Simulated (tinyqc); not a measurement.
Thermal displacements in the Debye model: Debye-Waller factors, bond-length spread and the Lindemann rule: one step, computed by the program tinyqc.

A Debye spectrum with three branches of one velocity, cut at k_B Theta; 2 atoms per cube, nearest neighbours at d = 0.866025 a.

Task: Spread of the bond length. Correlated Debye model: sigma^2 = (3 hbar^2/(M k_B Theta)) int_0^1 s coth(s Theta/(2T)) [1 - sin(s q_D R)/(s q_D R)] ds for two atoms at distance R, q_D = (6 pi^2 n)^(1/3), n atoms per volume; uncorrelated motion would give 2 <u_x^2>. An EXAFS amplitude is damped by exp(-2 k^2 sigma^2).

Inputs (values chosen for the exercise, modelled on molybdenum):

| quantity | value | unit |
|---|---|---|
| atomic mass M | 95.95 | u |
| Debye temperature Theta | 393 | K |
| lattice constant a | 3.147 | angstrom |
| temperature T | 77 | K |
| photoelectron wave number k | 4.6 | 1/angstrom |

Structure: bcc.

<u_x^2> = 0.001203003 angstrom^2

Constants: hbar^2/u = 4.18015928e-03 eV angstrom^2; k_B = 8.617333262e-05 eV/K.

Give: sigma^2 of the nearest bond; correlation 1 - sigma^2/(2 <u_x^2>); EXAFS damping.

Result:

sigma^2 of the nearest bond = 0.0017452 angstrom^2

correlation 1 - sigma^2/(2 <u_x^2>) = 0.27463

EXAFS damping = 0.92880

Neighbours move partly together, which removes 27 % of the uncorrelated spread.
